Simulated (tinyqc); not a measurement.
Lattice vibrations of a chain, step by step. One step of it, computed by the program tinyqc.

Problem. Dynamical matrix at q = 0.36. q is in units of 2 pi/a. A spring k from atom i to atom j, n cells on, adds k to Phi_ii and Phi_jj, -k exp(2 pi i q n) to Phi_ij and the conjugate to Phi_ji (for one atom a cell: 2k (1 - cos 2 pi q n)); D_ij = Phi_ij / sqrt(m_i m_j).

A chain moving along its axis:
```
atom   mass (u)  spring to the next atom (eV/angstrom^2)
1      5.300000                                22.500000
2     50.200000                                 9.900000
3     69.700000                                 5.900000
4     58.700000                                 3.200000
```

Give: D(q).

Solution.

D(q) (eV/(angstrom^2 u)):
$$\begin{pmatrix}
4.8491 & -1.3794 & 0.0000 & 0.1156+0.1398i \\
-1.3794 & 0.6454 & -0.1674 & 0.0000 \\
0.0000 & -0.1674 & 0.2267 & -0.0922 \\
0.1156-0.1398i & 0.0000 & -0.0922 & 0.1550
\end{pmatrix}$$
